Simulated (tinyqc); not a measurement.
Inside a calculation. Method: G0W0 on RHF in the sto-6g basis, for H3+, spin multiplicity 1. Computed by tinyqc, a small Python program that keeps every step (integrals from PySCF). Settings: charge = 1, multiplicity = 1, basis = sto-6g, method = RHF, energy threshold = 1e-10, iteration cap = 88, orthogonalisation = canonical, start = atomic densities, DIIS depth = 6. Command: `OMP_NUM_THREADS=1 python tinyqc.py 25075 25076 out.jsonl` (the two numbers bound the seeds that draw the settings). One thread of a shared host (Intel(R) Xeon(R) Processor @ 2.60GHz), about 0.05 s of CPU time with the checks. The early iterations of the SCF are left out here.

## One-electron integrals

Geometry (angstrom):
```
atom         x         y          z
H     0.000000  0.000000   0.000000
H     0.000000  0.000000   0.828000
H     0.000000  0.000000  -0.828000
```

Basis sto-6g: exponents (1/bohr^2) and contraction coefficients of normalised primitives:
```
element  l (shell)   exponent  coefficient
H            s (1)  35.523221     0.009164
H            s (1)   6.513144     0.049361
H            s (1)   1.822143     0.168538
H            s (1)   0.625955     0.370563
H            s (1)   0.243077     0.416492
H            s (1)   0.100112     0.130334
```

Overlap, kinetic and nuclear-attraction integrals over the contracted functions; the nuclear repulsion is the sum of Za Zb / Rab.

nuclear repulsion = 1.59775728 hartree

overlap S, order 1H 1s, 2H 1s, 3H 1s:
```
[[1.000000, 0.602712, 0.602712],
 [0.602712, 1.000000, 0.204352],
 [0.602712, 0.204352, 1.000000]]
```

kinetic energy T (hartree), order 1H 1s, 2H 1s, 3H 1s:
```
[[0.768522, 0.186169, 0.186169],
 [0.186169, 0.768522, -0.002155],
 [0.186169, -0.002155, 0.768522]]
```

nuclear attraction V (hartree), order 1H 1s, 2H 1s, 3H 1s:
```
[[-2.440189, -1.305321, -1.305321],
 [-1.305321, -2.158763, -0.408712],
 [-1.305321, -0.408712, -2.158763]]
```

core Hamiltonian H = T + V (hartree), order 1H 1s, 2H 1s, 3H 1s:
```
[[-1.671667, -1.119152, -1.119152],
 [-1.119152, -1.390241, -0.410867],
 [-1.119152, -0.410867, -1.390241]]
```

## Two-electron integrals

Functions are numbered as in S; the eight-fold symmetry (ij|kl) = (ji|kl) = (kl|ij) leaves the list below.

Two-electron integrals (ij|kl) in chemists' order, unique and non-zero (hartree):
```
(11|11) 0.774999   (21|11) 0.395570   (21|21) 0.242738   (22|11) 0.537411
(22|21) 0.395570   (22|22) 0.774999   (31|11) 0.395570   (31|21) 0.188580
(31|22) 0.245865   (31|31) 0.242738   (32|11) 0.127207   (32|21) 0.070000
(32|22) 0.104588   (32|31) 0.070000   (32|32) 0.022851   (33|11) 0.537411
(33|21) 0.245865   (33|22) 0.315825   (33|31) 0.395570   (33|32) 0.104588
(33|33) 0.774999
```

## Orthogonalisation

S = U s U^T; canonical form X = U s^(-1/2), so that X^T S X = 1. Each column of U has its largest component positive (the first on a tie).

eigenvalues of S: [0.243710, 0.795648, 1.960642]

X, order 1H 1s, 2H 1s, 3H 1s:
```
[[1.515191, 0.000000, 0.473989],
 [-0.950639, 0.792729, 0.377738],
 [-0.950639, -0.792729, 0.377738]]
```

## Iteration 9 (converged): orbitals

converged F (hartree), order 1H 1s, 2H 1s, 3H 1s:
```
[[-0.954806, -0.798184, -0.798184],
 [-0.798184, -0.664151, -0.405203],
 [-0.798184, -0.405203, -0.664151]]
```

Diagonalise F' = X^T F X, C = X C', fill 1 alpha and 1 beta electrons from the bottom; D = 2 C_occ C_occ^T. Each column has its largest component positive (the first on a tie).

F' = X^T F X (hartree):
```
[[0.473988, 0.000000, -0.112094],
 [0.000000, -0.325456, 0.000000],
 [-0.112094, 0.000000, -1.091313]]
```

orbital energies (hartree): [-1.099300, -0.325456, 0.481975]

coefficients C, order 1H 1s, 2H 1s, 3H 1s:
```
[[0.580472, 0.000000, 1.477674],
 [0.309222, 0.792729, -0.975081],
 [0.309222, -0.792729, -0.975081]]
```

D after iteration 9, order 1H 1s, 2H 1s, 3H 1s:
```
[[0.673897, 0.358990, 0.358990],
 [0.358990, 0.191237, 0.191237],
 [0.358990, 0.191237, 0.191237]]
```

## Convergence

Stop when the energy changes by less than 1e-10 hartree and every element of the error matrix X^T (F D S - S D F) X is below 3e-06.

Course of the cycle:
```
iteration  E (hartree)     change  largest element of the error matrix
1          -0.67935815          -                             1.54e-01
2          -1.21265055  -5.33e-01                             1.83e-02
3          -1.21277441  -1.24e-04                             7.74e-04
4          -1.21277458  -1.74e-07                             3.57e-04
5          -1.21277461  -2.70e-08                             2.33e-04
6          -1.21277462  -8.94e-09                             1.74e-04
7          -1.21277462  -4.04e-09                             1.39e-04
8          -1.21277463  -7.09e-09                             2.38e-08
9          -1.21277463  -8.88e-16                             3.73e-10
```

PySCF RHF in the same basis = -1.21277463 hartree

Converged in 9 iterations.

## Integrals over molecular orbitals

(pq|rs) = sum C_ip C_jq C_kr C_ls (ij|kl), one index at a time.

one-electron integrals over orbitals h = C^T H C (hartree):
```
[[-1.711232, 0.000000, -0.103594],
 [0.000000, -1.230913, 0.000000],
 [-0.103594, 0.000000, -0.624914]]
```

Two-electron integrals over orbitals (pq|rs), unique and non-zero (hartree):
```
(11|11) 0.611932    (21|21) 0.145663    (22|11) 0.525560    (22|22) 0.567229
(31|11) 0.103594    (31|22) -0.022579   (31|31) 0.130383    (32|21) -0.136145
(32|32) 0.155122    (33|11) 0.618636    (33|22) 0.558521    (33|31) 0.091984
(33|33) 0.668578
```

## Screening: direct RPA

With D = e_a - e_i and K = (ia|jb): diagonalise D^(1/2) (D + 4K) D^(1/2) = Z w^2 Z^T; X + Y = D^(1/2) Z w^(-1/2), each column of Z with its largest component positive (the first on a tie); E_c = (sum w - tr (D + 2K)) / 2.

D^(1/2) (D + 4K) D^(1/2) (hartree^2), order 1>2, 1>3:
```
[[1.049717, 0.000000],
 [0.000000, 3.325114]]
```

excitation energies w (hartree): [1.024557, 1.823489]

X + Y, order 1>2, 1>3:
```
[[0.869078, 0.000000],
 [0.000000, 0.931219]]
```

RPA correlation energy = -0.02958217 hartree

## G0W0 on Hartree-Fock: HOMO

W(p,q,m) = sqrt2 sum_ia (pq|ia) (X+Y)_ia,m; Sigma_c(x) = sum_(i,m) W^2/(x - e_i + w_m) + sum_(a,m) W^2/(x - e_a - w_m); solve x = e_p + Sigma_c(x) by Newton steps; Z = 1/(1 - dSigma/dx); 1 hartree = 27.211386 eV.

The 12 largest terms at x = e_p (hartree; W for the signs of X + Y given):
```
q  m         W       term
2  1  0.179029  -0.017822
1  2  0.136427   0.010207
3  2  0.171707  -0.008659
```

Newton steps (hartree):
```
step          x  Sigma_c(x)         Z
0     -1.099300   -0.016275  0.982269
1     -1.115286   -0.015987  0.982364
2     -1.115287   -0.015987  0.982364
```

quasiparticle energy of the HOMO = -30.348494 eV

Hartree-Fock value = -29.913472 eV

## G0W0 on Hartree-Fock: LUMO

As before.

The 12 largest terms at x = e_p (hartree; W for the signs of X + Y given):
```
q  m          W       term
1  1   0.179029   0.017822
3  1  -0.167331  -0.015284
2  2  -0.029735  -0.000485
```

Newton steps (hartree):
```
step          x  Sigma_c(x)         Z
0     -0.325456    0.002054  0.981818
1     -0.323440    0.002016  0.981821
2     -0.323440    0.002016  0.981821
```

quasiparticle energy of the LUMO = -8.801237 eV

Hartree-Fock value = -8.856100 eV
